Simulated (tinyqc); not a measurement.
A log to judge: geometry relaxation of a small cluster. Computed by tinyqc. Command: `OMP_NUM_THREADS=1 python tinyqc.py 3004922 3004923 out.jsonl relax walk`. One thread of a shared host (Intel(R) Xeon(R) Processor @ 2.30GHz), about 0.04 s of CPU time with the checks.

E = sum_i {sum_j A exp(-p (r_ij/r0 - 1)) - xi sqrt(rho_i)}, rho_i = sum_j exp(-2 q (r_ij/r0 - 1)); the force on i is -sum_j w_ij (R_i - R_j)/r_ij with w_ij = -(2p/r0) A exp(-p (r_ij/r0 - 1)) + (xi q/r0) exp(-2 q (r_ij/r0 - 1)) (rho_i^(-1/2) + rho_j^(-1/2)).

Inputs (values chosen for the exercise, for model atoms): length r0 = 2.59 angstrom; repulsion A = 0.084 eV; hopping xi = 1.19 eV; decay p = 11; decay q = 2.7; step factor eta = 0.002 angstrom^2/eV; largest number of steps = 80.

Potential: Gupta. Method: steepest descent.

starting positions (angstrom), rows atom 1, atom 2, atom 3, atom 4, columns x, y, z:
$$\begin{pmatrix}
-0.04 & 0.03 & -0.07 \\
2.4 & -0.01 & -0.12 \\
1.07 & 1.89 & -0.22 \\
1.23 & 0.37 & 1.96
\end{pmatrix}$$

Method. Steepest descent: R(new) = R + eta F. No atom moves more than 0.3 angstrom a step (the whole step is scaled). Stop when the largest force component is below 1e-5 eV/angstrom.

Course of the relaxation:
```
step    E (eV)  largest force (eV/angstrom)  force calls
0     -7.54893                      1.33729            1
1     -7.55907                      1.27069            2
2     -7.56832                      1.20976            3
3     -7.57679                      1.15383            4
4     -7.58458                      1.10234            5
5     -7.59178                      1.05481            6
6     -7.59845                      1.01083            7
7     -7.60464                      0.97003            8
8     -7.61043                      0.93209            9
...        ...                          ...          ...
72    -7.73287                      0.34306           73
73    -7.73365                      0.34226           74
74    -7.73441                      0.34145           75
75    -7.73517                      0.34063           76
76    -7.73592                      0.33980           77
77    -7.73665                      0.33896           78
78    -7.73738                      0.33811           79
79    -7.73810                      0.33724           80
80    -7.73881                      0.33636           81
```

Can the last value be used, and what does the course show?

No. Not converged within 80 steps: the residual falls at every step, but slowly, by a factor of about 0.998 a step. Steepest descent is stable only for eta below 2/lambda_max = 0.0868 at the minimum. A quasi-Newton run from the same start ends at -7.8040 eV. Reruns converge with step factor eta = 0.03, largest number of steps = 500; or with method = BFGS; or with method = conjugate gradient. Reruns still fail with step factor eta = 0.00033, largest number of steps = 500.
